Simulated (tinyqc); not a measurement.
Inside a calculation. Method: Pariser-Parr-Pople SCF with singles CI, for the molecule O=Cc1c[cH-]cn1 (SMILES; centres numbered as the heavy atoms are written). One step of it, computed by the program tinyqc.

Question. Singles CI, triplets. Over the 4 single excitations with the smallest orbital gaps: A = (e_a - e_i) delta - (ij|ab), with (pq|rs) = sum c_mp c_mq gamma_mn c_nr c_ns.

orbital energies (eV): -9.288063  -8.026447  -5.155807  -4.378916  4.318015  7.337217  8.156643

coefficients:
```
         MO1        MO2        MO3        MO4        MO5        MO6        MO7
1O  0.450540   0.695869  -0.044572  -0.342210  -0.405560   0.013187   0.170393
2C  0.404065   0.339298   0.019377   0.161866   0.704503  -0.037657  -0.444173
3C  0.453075  -0.119675   0.087491   0.576169   0.079899   0.039970   0.657870
4C  0.318313  -0.216254  -0.558441   0.309806  -0.386842   0.332452  -0.428841
5C  0.264186  -0.315495  -0.536436  -0.370907   0.176850  -0.587197   0.171046
6C  0.287077  -0.347452   0.125828  -0.537782   0.236400   0.648267   0.125247
7N  0.418254  -0.345393   0.611989  -0.044267  -0.309847  -0.348190  -0.334717
```

repulsion gamma_rs (eV):
```
           1O         2C         3C         4C         5C         6C         7N
1O  15.200000   8.106309   5.413161   3.688624   3.005691   3.255600   4.636655
2C   8.106309  11.130000   7.551966   5.122722   3.743022   3.742256   5.177335
3C   5.413161   7.551966  11.130000   7.553541   5.520330   5.518974   7.730979
4C   3.688624   5.122722   7.553541  11.130000   7.555562   5.519388   5.588059
5C   3.005691   3.743022   5.520330   7.555562  11.130000   7.552661   5.587421
6C   3.255600   3.742256   5.518974   5.519388   7.552661  11.130000   7.727182
7N   4.636655   5.177335   7.730979   5.588059   5.587421   7.727182  12.300000
```

Give: triplet CI matrix; triplet excitation energies.

Answer.

triplet CI matrix (eV):
```
         4>5     3>5      4>6      2>5
4>5   2.5626  0.0575  -0.0922   0.7201
3>5   0.0575  3.8329   0.0348   0.2082
4>6  -0.0922  0.0348   4.8072  -0.2063
2>5   0.7201  0.2082  -0.2063   5.4126
```

triplet excitation energies (eV): 2.3902  3.8029  4.7571  5.6651
